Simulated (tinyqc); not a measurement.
## Undoped symmetric double-gate MOSFET, analytic potential model: effect of the insulator thickness

An undoped body of thickness ts between two equal insulators and tied gates; long channel, electrons only, n = ni exp((psi - V)/Vt) with V the quasi-Fermi potential (0 at the source, Vd at the drain), constant mobility, no quantisation. Across the body psi(x) = V - 2 Vt ln[(ts/(2 beta)) sqrt(q ni/(2 eps0 eps_r Vt)) cos(2 beta x/ts)], x from the centre. Q is the electron charge per area of the whole body.

ni = sqrt(Nc Nv) exp(-Eg/(2 Vt)), Eg in volts; r = eps_r tox/(eox ts); V0 = dphi + 2 Vt ln[(2/ts) sqrt(2 eps0 eps_r Vt/(q ni))]. beta (between 0 and pi/2) solves (Vg - V0 - V)/(2 Vt) = ln(beta) - ln(cos beta) + 2 r beta tan(beta). Q = 8 eps0 eps_r Vt beta tan(beta)/ts; I = mu (1/L)(4 eps0 eps_r/ts)(2 Vt)^2 [g(beta_s) - g(beta_d)] per width, g = beta tan(beta) - beta^2/2 + r beta^2 tan^2(beta), with beta_s at V = 0 and beta_d at V = Vd.  I(low) is taken at Vg = 0.37 V, Qs and I(high) at Vg = 1.12 V.

Inputs (values chosen for the exercise); material values close to those of gallium arsenide: temperature T = 273 K; band gap Eg = 1.43 eV; relative permittivity of the semiconductor eps_r = 13; conduction-band density of states at T Nc = 3.78e17 cm^-3; valence-band density of states at T Nv = 7.92e18 cm^-3; relative permittivity of the gate insulator eox = 21; body thickness ts = 5 nm; gate work function less that of the intrinsic body dphi = -0.12 V; channel mobility mu = 320 cm^2/(V s); gate length L = 1 um; drain voltage Vd = 0.8 V.

Constants: q = 1.602176634e-19 C, kB = 1.380649e-23 J/K, Vt = kB T/q, eps0 = 8.8541878128e-14 F/cm where lengths are in cm. Results are converted to the units shown.

The same in every row: V0 (V) = 0.62181.

Result of one run:
```
tox (nm),I(low) (nA/um),Qs(high) (nC/cm^2),I(high) (uA/um)
16,0.073244,1050.3,87.557
```

What becomes of these results when the insulator thickness tox is changed from 16 to 2.6 nm, all else the same?

Result of the changed run:
```
tox (nm),I(low) (nA/um),Qs(high) (nC/cm^2),I(high) (uA/um)
2.6,0.073249,5420.7,403.41
```

The whole series:
```
tox (nm),I(low) (nA/um),Qs(high) (nC/cm^2),I(high) (uA/um)
1.8,0.073249,7515.3,543.36
2.6,0.073249,5420.7,403.41
3.8,0.073248,3862.3,295.53
5.5,0.073248,2771.1,217.39
7.9,0.073247,1998.1,160.31
11,0.073246,1479.3,120.93
16,0.073244,1050.3,87.557
```

As tox goes from 1.8 to 16 nm, I(low) stays near 0.0732 nA/um and I(high) falls from 543 to 87.6 uA/um. On average I(low) is independent of tox and I(high) goes as tox^(-0.84). Below threshold no voltage drops over the insulator in this long-channel model, so its thickness does not matter there. In every row the surface density at the source at the higher gate voltage passes 0.3 Nc, where Boltzmann statistics fail. In every row the body is thin enough for quantum confinement, left out here, to raise the threshold.

Numbers from tinyqc (`OMP_NUM_THREADS=1 python tinyqc.py 2440167 2440168 out.jsonl`; about 0.03 s on one thread of a shared Intel Xeon 2.30GHz).
